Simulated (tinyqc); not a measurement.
One point for the whole zone: special k points of the fcc lattice.

Lattice vectors in units of a: a1 = (0, 1/2, 1/2), a2 = (1/2, 0, 1/2), a3 = (1/2, 1/2, 0); reciprocal vectors b_i with a_i . b_j = 2 pi delta_ij. Mesh: k = sum_i f_i b_i with f_i = (2 j_i + shift)/(2 N), j_i = 0 .. N-1. The point group of the lattice has 48 operations; only those that map the mesh onto itself are used.

A_m(k) = sum over the m-th star of lattice vectors R of cos(k . R), stars in order of length: m = 1: |R|^2 = 0.5, 12 vectors, such as (1, 0, 0) in the basis a_i; m = 2: |R|^2 = 1, 6 vectors, such as (1, 1, -1) in the basis a_i; m = 3: |R|^2 = 1.5, 24 vectors, such as (2, 0, -1) in the basis a_i; m = 4: |R|^2 = 2, 12 vectors, such as (2, 0, 0) in the basis a_i; m = 5: |R|^2 = 2.5, 24 vectors, such as (2, 1, -1) in the basis a_i; m = 6: |R|^2 = 3, 8 vectors, such as (3, -1, -1) in the basis a_i. The zone mean of every A_m is zero.

Test function, the lower band of a two-band insulator: E(k) = -sqrt(D^2 + (e0 - t A_1(k))^2).

Inputs chosen for the exercise (out of a larger set: the lattice of Si, GaAs, Cu and Al; not measured data):
```
symbol  value  unit  meaning
D       2.92   eV    half gap term
t       0.46   eV    coupling
e0      3.24   eV    offset
```

The mean-value (Baldereschi) point is taken at k = (2 pi/a) (0.6223, 0.2953, 0), that is f = (0.1477, 0.3111, 0.4588); the reference is the mesh with N = 24.

Single points:
```
point                     A_1     A_2     A_3     A_4   E (eV)
Gamma                  12.000   6.000  24.000  12.000  -3.7047
mean-value point        0.000   0.000  -4.405  -3.192  -4.3616
zone-face centre b1/2   0.000  -6.000   0.000  12.000  -4.3617
```

reference mean = -4.5546 eV

What can be read from this table?

The mean-value point makes A_1 and A_2 vanish. Its error is +193 meV, against +850 meV at Gamma and +193 meV at b1/2. E is not linear in A_1; its powers hold sums of nearest vectors and a non-zero mean, so this point is not exact. A_1 has the same value at b1/2, and E depends on A_1 alone, so this test cannot tell the two points apart.

Program tinyqc; command `OMP_NUM_THREADS=1 python tinyqc.py 1652365 1652366 out.jsonl`; about 0.2 s on one thread of a shared Intel(R) Xeon(R) Processor @ 2.30GHz.
